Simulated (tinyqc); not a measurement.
Energy and delay of logic against supply voltage: optimum supplies against the temperature.

One expression serves below and above threshold: I(Vg) = Ik [ln(1 + exp((Vg - VT + dd V)/(al nf Vt)))]^al, with I_on = I(V) and I_off = I(0). Gate delay td = kd C V/I_on, clock period LD td. Per gate and cycle the switching energy is act C V^2 and the leakage energy I_off V LD td. No short-circuit current, no variation. Minima are sought above 0.09 V; below a few Vt gates no longer switch and the model has no meaning.

V_min minimises the energy and V_EDP the product of energy and td. VT, Ik and nf are held fixed.

Inputs (values chosen for the exercise); values of the order met in logic technologies:
- VT = 0.19 V (threshold voltage at zero drain bias)
- nf = 1.14 (slope factor)
- dd = 0.07 (barrier lowering per volt of supply)
- Ik = 0.64 uA (specific current of a gate)
- al = 1.48 (exponent of the current law)
- C = 0.31 fF (load capacitance of a gate)
- kd = 0.8 (delay factor)
- LD = 40 (logic depth)
- act = 0.2 (activity factor)

Constants: q = 1.602176634e-19 C, kB = 1.380649e-23 J/K, Vt = kB T/q. Results are converted to the units shown.

Results:
```
T (K)	V_min (V)	energy at V_min (aJ)	leakage share (%)	clock at V_min (MHz)	V_EDP (V)	clock at V_EDP (GHz)
220	0.1225	1.503	38.15	30.82	0.3504	2.473
250	0.1386	2.018	40.95	69.26	0.3518	2.065
280	0.1545	2.671	44.62	121.8	0.3557	1.786
340	0.1844	4.533	53.49	237.6	0.3749	1.483
370	0.1981	5.812	58.12	287.1	0.3901	1.404
```

Estimate the missing row, T = 310 K.

Computed row:
```
T (K)	V_min (V)	energy at V_min (aJ)	leakage share (%)	clock at V_min (MHz)	V_EDP (V)	clock at V_EDP (GHz)
310	0.1698	3.498	48.91	180.6	0.3632	1.602
```

With this row back in the table: As T goes from 220 to 370, V_min rises from 0.122 to 0.198 V, the energy there rises from 1.50 to 5.81 aJ, the clock there rises from 30.8 to 287 MHz and V_EDP rises from 0.350 to 0.390 V.

tinyqc, about 0.01 s, one thread, Intel Xeon 2.30GHz (shared host): `OMP_NUM_THREADS=1 python tinyqc.py 2082149 2082150 out.jsonl`
